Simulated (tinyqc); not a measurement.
Inside a calculation. Method: CIS on RHF in the sto-3g basis, for BeH2, spin multiplicity 1. One step of it, computed by the program tinyqc.

Problem. CIS matrix, triplets. A(ia,jb) = (e_a - e_i) d_ij d_ab - (ij|ab).

orbital energies (hartree): MO1 -4.528004, MO2 -0.431474, MO3 -0.391073, MO4 0.213824, MO5 0.213824, MO6 0.391907, MO7 0.776999

Two-electron integrals over orbitals (pq|rs), unique and non-zero (hartree):
```
(11|11) 2.271736    (21|11) -0.190081   (21|21) 0.024495    (22|11) 0.467084
(22|21) -0.005993   (22|22) 0.382237    (31|31) 0.005324    (32|31) 0.011956
(32|32) 0.160897    (33|11) 0.432625    (33|21) -0.002502   (33|22) 0.394705
(33|33) 0.418038    (41|41) 0.015756    (42|41) 0.015025    (42|42) 0.047968
(43|43) 0.013190    (44|11) 0.569181    (44|21) -0.007477   (44|22) 0.358679
(44|33) 0.342503    (44|44) 0.449859    (51|51) 0.015756    (52|51) 0.015025
(52|52) 0.047968    (53|53) 0.013190    (54|54) 0.024249    (55|11) 0.569181
(55|21) -0.007477   (55|22) 0.358679    (55|33) 0.342503    (55|44) 0.401360
(55|55) 0.449859    (61|11) -0.190556   (61|21) 0.025121    (61|22) -0.006211
(61|33) -0.003316   (61|44) -0.005439   (61|55) -0.005439   (61|61) 0.025887
(62|11) 0.128875    (62|21) -0.006217   (62|22) -0.017869   (62|33) -0.042819
(62|44) 0.062570    (62|55) 0.062570    (62|61) -0.004929   (62|62) 0.081220
(63|31) -0.001060   (63|32) -0.092679   (63|63) 0.085513    (64|41) 0.016294
(64|42) 0.046887    (64|64) 0.049962    (65|51) 0.016294    (65|52) 0.046887
(65|65) 0.049962    (66|11) 0.466350    (66|21) -0.006723   (66|22) 0.383160
(66|33) 0.394264    (66|44) 0.357790    (66|55) 0.357790    (66|61) -0.006488
(66|62) -0.029729   (66|66) 0.399472    (71|31) 0.010077    (71|32) 0.018642
(71|63) -0.000463   (71|71) 0.019287    (72|31) 0.004250    (72|32) -0.040755
(72|63) 0.062060    (72|71) 0.008098    (72|72) 0.057017    (73|11) 0.147427
(73|21) -0.004338   (73|22) -0.001124   (73|33) -0.018327   (73|44) 0.066818
(73|55) 0.066818    (73|61) -0.003550   (73|62) 0.076799    (73|66) -0.022019
(73|73) 0.085555    (74|43) 0.013454    (74|74) 0.016844    (75|53) 0.013454
(75|75) 0.016844    (76|31) 0.010233    (76|32) 0.140912    (76|63) -0.092568
(76|71) 0.016385    (76|72) -0.050106   (76|76) 0.138014    (77|11) 0.556814
(77|21) -0.008011   (77|22) 0.409580    (77|33) 0.426717    (77|44) 0.382202
(77|55) 0.382202    (77|61) -0.008004   (77|62) -0.024539   (77|66) 0.419045
(77|73) -0.000923   (77|77) 0.465788
```

Give: CIS matrix A, triplet.

Solution.

CIS matrix A, triplet (hartree):
```
       1>4    1>5     1>6     1>7    2>4    2>5     2>6     2>7
1>4  4.173  0.000   0.000   0.000  0.007  0.000   0.000   0.000
1>5  0.000  4.173   0.000   0.000  0.000  0.007   0.000   0.000
1>6  0.000  0.000   4.454   0.000  0.000  0.000   0.007   0.000
1>7  0.000  0.000   0.000   4.748  0.000  0.000   0.000   0.008
2>4  0.007  0.000   0.000   0.000  0.287  0.000   0.000   0.000
2>5  0.000  0.007   0.000   0.000  0.000  0.287   0.000   0.000
2>6  0.000  0.000   0.007   0.000  0.000  0.000   0.440   0.000
2>7  0.000  0.000   0.000   0.008  0.000  0.000   0.000   0.799
3>4  0.000  0.000   0.000   0.000  0.000  0.000   0.000   0.000
3>5  0.000  0.000   0.000   0.000  0.000  0.000   0.000   0.000
3>6  0.000  0.000   0.000  -0.010  0.000  0.000   0.000  -0.141
3>7  0.000  0.000  -0.010   0.000  0.000  0.000  -0.141   0.000

       3>4    3>5     3>6     3>7
1>4  0.000  0.000   0.000   0.000
1>5  0.000  0.000   0.000   0.000
1>6  0.000  0.000   0.000  -0.010
1>7  0.000  0.000  -0.010   0.000
2>4  0.000  0.000   0.000   0.000
2>5  0.000  0.000   0.000   0.000
2>6  0.000  0.000   0.000  -0.141
2>7  0.000  0.000  -0.141   0.000
3>4  0.262  0.000   0.000   0.000
3>5  0.000  0.262   0.000   0.000
3>6  0.000  0.000   0.389   0.000
3>7  0.000  0.000   0.000   0.741
```
